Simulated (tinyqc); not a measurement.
On-chip interconnect, size-dependent resistivity and RC delay: one step of the calculation.

A rectangular line between two neighbours and two ground planes. Surface and grain-boundary scattering are added to the bulk resistivity as corrections; capacitances are parallel-plate values without fringing; inductance is ignored.

Problem. Node voltages after a time step. A 1 V step is applied behind Rd at t = 0. C dv/dt = -G v + b, with G the conductance matrix of the ladder (1/Rs between neighbours, 1/Rd added at node 0) and b = (1 V/Rd, 0, ...). Backward Euler step: (C/dt + G) v(new) = (C/dt) v + b.

Values chosen for this exercise:
- Rd = 3500 ohm (driver resistance)
- dt = 300 ps (time step)

Rs = 65498.440 ohm

```
node      C (fF)  v at t = 1 dt (V)
0     0.44587160         0.97644335
1     0.89174320         0.63066117
2     0.89174320         0.40766406
3     0.89174320         0.26403614
4     0.89174320         0.17181411
5     0.89174320         0.11304302
6     0.89174320         0.07628058
7      1.8458716         0.05436940
```

Find: v at t = 2 dt.

Solution.

v at t = 2 dt, node 0 to 7 (V): [0.9886, 0.7756, 0.5910, 0.4419, 0.3276, 0.2435, 0.1849, 0.1474]

Range of the model: The metal width is under the mean free path, where the thick-limit surface term and the simple sum of corrections lose accuracy.

Computed by the program tinyqc: `OMP_NUM_THREADS=1 python tinyqc.py 2100099 2100100 out.jsonl`, one thread of a shared Intel Xeon 2.30GHz, about 0.01 s for the whole run.
